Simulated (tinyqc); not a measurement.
Inverter chain driving a load.

N inverters, each f = Hc^(1/N) times larger than the one before: delay tau N (f + pp). Switched capacitance in units of the first input, with output capacitance pp times the input: Hc + (1 + pp)(Hc - 1)/(f - 1).

Values chosen for this exercise:
- Hc = 43 (load over the input capacitance of the chain)
- pp = 0.6 (parasitic delay of an inverter)
- tau = 2.4 ps (delay unit)

Result of one run:

| N | f | delay (ps) | switched capacitance |
|---|---|---|---|
| 5 | 2.122 | 32.66 | 102.9 |

What becomes of these results when the number of stages N is changed from 5 to 2, all else the same?

Result of the changed run:

| N | f | delay (ps) | switched capacitance |
|---|---|---|---|
| 2 | 6.557 | 34.36 | 55.09 |

The whole series:

| N | f | delay (ps) | switched capacitance |
|---|---|---|---|
| 1 | 43.00 | 104.6 | 44.60 |
| 2 | 6.557 | 34.36 | 55.09 |
| 3 | 3.503 | 29.54 | 69.84 |
| 4 | 2.561 | 30.34 | 86.06 |
| 5 | 2.122 | 32.66 | 102.9 |
| 6 | 1.872 | 35.59 | 120.1 |
| 7 | 1.711 | 38.83 | 137.5 |

The delay goes from 105 through a minimum of 29.5 (at N = 3 among the rows listed) to 38.8 ps. The best stage effort solves pp + rho (1 - ln rho) = 0, rho = 3.27, which gives N = ln Hc/ln rho = 3.18. One stage fewer than the best costs 16 % in delay and saves 21 % of the switched capacitance.

Numbers from tinyqc (`OMP_NUM_THREADS=1 python tinyqc.py 2082185 2082186 out.jsonl`; about 0.01 s on one thread of a shared Intel Xeon 2.30GHz).
